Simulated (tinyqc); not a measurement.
Inside a calculation: parabolic quantum dot in a magnetic field (Fock-Darwin). Values are carried at full precision from step to step, so a last printed digit may differ when a step is redone from the rounded ones.

Two dimensions, V = m w0^2 r^2/2, one valley. hbar wc = 2 muB B/m, W = sqrt(w0^2 + wc^2/4), E(n, l, s) = (2n + |l| + 1) hbar W - l hbar wc/2 + s gs muB B, n = 0, 1, ..., l = 0, +/-1, ..., s = +/-1/2; length lam = sqrt(2c/(m hbar W)), c = hbar^2/2m0.

Constants: muB = 5.788381798e-05 eV/T; hbar^2/2m0 = 3.80998211 eV angstrom^2; e^2/(4 pi eps0) = 14.39964547 eV angstrom.

Parameters, chosen for this exercise (near those of a gate-defined dot in Si; not measured data): m = 0.1885 m0 (mass); gs = 1.93 (g factor); w0 = 1.2 meV (confinement energy hbar w0); B = 1.53 T (magnetic field); Ec = 3.3 meV (charging energy e^2/C); eps = 12 (dielectric constant).

## Energy and length scales

Give hbar wc, hbar W, the two mode energies hbar W +/- hbar wc/2, the Zeeman energy |gs| muB B and lam.

hbar wc = 0.9397 meV
hbar W = 1.2887 meV

modes (meV): 1.7585  0.8189

Zeeman energy = 0.1709 meV
lam = 177.1 angstrom

The product of the modes is w0^2 = 1.44 meV^2 at any field. These two lines are all that far-infrared light sees, whatever the number of electrons (Kohn theorem).

## Orbital levels

The eight lowest (n, l) from E = (2n + |l| + 1) W - l wc/2.

Levels:

| (n,l) | E (meV) |
|---|---|
| (0,0) | 1.289 |
| (0,1) | 2.108 |
| (0,2) | 2.926 |
| (0,-1) | 3.047 |
| (0,3) | 3.745 |
| (1,0) | 3.866 |
| (0,4) | 4.564 |
| (1,1) | 4.685 |

## Addition spectrum

Constant interaction: mu(N) = E_N + (N - 1/2) Ec with the spin-resolved levels filled in order; the addition energy is mu(N + 1) - mu(N).

Filling:

| N | state added | E_N (meV) | mu(N) (meV) | addition energy (meV) |
|---|---|---|---|---|
| 1 | (0,0)- | 1.203 | 2.853 | 3.471 |
| 2 | (0,0)+ | 1.374 | 6.324 | 3.948 |
| 3 | (0,1)- | 2.022 | 10.272 | 3.471 |
| 4 | (0,1)+ | 2.193 | 13.743 | 3.948 |
| 5 | (0,2)- | 2.841 | 17.691 | 3.421 |
| 6 | (0,-1)- | 2.962 | 21.112 | 3.350 |
| 7 | (0,2)+ | 3.012 | 24.462 | 3.421 |
| 8 | (0,-1)+ | 3.133 | 27.883 | 3.827 |
| 9 | (0,3)- | 3.660 | 31.710 | 3.421 |
| 10 | (1,0)- | 3.781 | 35.131 | 3.350 |

The largest addition energy falls at N = 2 and 4; at zero field it peaks at the closed shells 2, 6 and 12. Exchange, which the model lacks, would favour parallel spins near level crossings. Ec is an independent input that includes screening by the gates. In Si a second valley, usually less than 1 meV up, adds levels and changes this order.

## Singlet and triplet of two electrons

Two electrons, first order in the Coulomb energy: the singlet (0,0)^2 has 2W + J0 and the lowest triplet (0,0)(0,1) has 3W - wc/2 + J0/2 - Ez, with J0 = sqrt(pi/2) q/(eps lam), q = e^2/(4 pi eps0), Ez = |gs| muB B.

Give J0, the triplet less the singlet, and J0/W.

J0 = 8.492 meV
E(T) - E(S) = -3.598 meV
J0/W = 6.59

The triplet is lower at this order. J0 exceeds W, so first order overstates the interaction and the result is only a guide.

## The same without perturbation theory

Exact treatment: the centre of mass separates with energy W, and the relative motion obeys [-(2c/m) Laplacian + (2c/m) r^2/(2 lam^2)^2 + q/(eps r)] psi = e_l psi for angular number l, solved in 14 Gaussians r^l exp(-a r^2), a = 1.7^i/(4 lam^2), i = -3 to 10. E(S) = W + e_0, E(T) = W + e_1 - wc/2 - Ez.

Solve for e_0 and e_1.

e_0, e_1 (meV): 5.74  6.03

first-order values W + J0 and 2W + J0/2 (meV): 9.78  6.82

E(T) - E(S), exact = -0.35 meV

First order overshoots e_0 by 4.04 meV and e_1 by only 0.80 meV, since the singlet gains more by keeping the electrons apart; it therefore favours the triplet by 3.25 meV too much. Of these two the triplet is lower, as first order says.

## Checks

- e_0 at W = 2 Ry m/eps^2, where it is exactly 2W, as a ratio e_0/W: both 2.000.
- Level (0,1) from the radial equation by finite differences against the formula, meV: both 2.11.

(tinyqc, `OMP_NUM_THREADS=1 python tinyqc.py 1281436 1281437 out.jsonl`, Intel(R) Xeon(R) Processor @ 2.30GHz, 1 thread, shared host, about 0.04 s.)
